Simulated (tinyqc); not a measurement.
One-dimensional ballistic tunnel FET, two-band WKB: one step of the calculation.

A p-type source for x < 0 with its Fermi level at 0 and its valence edge at ds; in the channel the bands fall as D exp(-x/lam) towards their flat values, with the conduction edge at Ec = ds - dP and D = dP + Eg. The gate moves dP one to one. The drain Fermi level lies at -Vd and the drain side reflects nothing. For w = E - Ec between 0 and dP an electron crosses the gap. Two-band dispersion with equal masses m: inside the gap kappa = sqrt(m u (1 - u/Eg)/C), u the distance from a band edge, C = hbar^2/(2 m0).

Question. The path through the gap by the midpoint rule. At w = w0 the path runs from xa = lam ln(D/(w + Eg)) to xb = lam ln(D/w); u(x) = w + Eg - D exp(-x/lam) is the height above the valence edge. Cut it into nc equal cells: S = 2 (cell width) times the sum of kappa at the centres.

Values chosen for this exercise; band and dielectric values those of a made-up semiconductor: band gap Eg = 0.909 eV; band-edge mass of the two-band model m = 0.039 m0; screening length of the source junction lam = 4.5 nm; tunnelling window Ev(source) - Ec(channel) dP = 0.46 eV; energy above the channel conduction edge w0 = 0.34 eV; cells of the path nc = 9.

Constants: q = 1.602176634e-19 C, hbar = 1.054571817e-34 J s, m0 = 9.1093837015e-31 kg, hbar^2/(2 m0) = 0.0380998212 eV nm^2. Results are converted to the units shown.

Find: xa; xb; x; u; kappa; S.

Answer.

xa = 0.41282 nm
xb = 6.2680 nm

```
cell  x (nm)   u (eV)  kappa (1/nm)
0     0.7381  0.08710       0.28393
1     1.3887  0.24350       0.42718
2     2.0393  0.37885       0.47558
3     2.6898  0.49598       0.48029
4     3.3404  0.59734       0.45787
5     3.9910  0.68506       0.41564
6     4.6416  0.76097       0.35616
7     5.2921  0.82666       0.27685
8     5.9427  0.88351       0.15924
```

S = 4.3364

Computed by the program tinyqc: `OMP_NUM_THREADS=1 python tinyqc.py 2620087 2620088 out.jsonl`, one thread of a shared Intel Xeon 2.30GHz, about 0.01 s for the whole run.
